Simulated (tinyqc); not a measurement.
## Field from the transmission

Question. The left lead has its band edge at 0; for x > 0 the edge falls without end, U(x) = U0 - F x, with mass m1. No transverse momentum; C = hbar^2/(2 m0); psi and psi'/m are continuous at x = 0. The outgoing solution is Bi(z) + i Ai(z). Energy scale e = (C F^2/m1)^(1/3), z(x) = (U(x) - E)/e, s = (dz/dx)/m1 = -F/(e m1); v = k/m in a lead. With the Airy functions at z = z(0): g = s (Bi' + i Ai')/(Bi + i Ai), r = (i vL - g)/(i vL + g), T(E) = 1 - |r|^2 = 4 vL Im(g)/|i vL + g|^2, vL = sqrt(mL E/C)/mL. Find F, known to lie between 0.3 and 4.8 V/nm, and z(0).

Inputs (values chosen for the exercise): mass in the left lead mL = 0.26 m0; barrier edge at x = 0 U0 = 3.1 eV; mass in the barrier m1 = 0.49 m0; electron energy E = 1.409 eV.

Constants: q = 1.602176634e-19 C, hbar = 1.054571817e-34 J s, m0 = 9.1093837015e-31 kg, hbar^2/(2 m0) = 0.0380998212 eV nm^2. Results are converted to the units shown.

T(E) = 3.0420734e-4

Answer. Over that range T(E) rises steadily with F, so there is one root, found by bisection.

F = 1.200 V/nm
z(0) = 3.508

Numbers from tinyqc (`OMP_NUM_THREADS=1 python tinyqc.py 2580106 2580107 out.jsonl`; about 0.01 s on one thread of a shared Intel Xeon 2.30GHz).
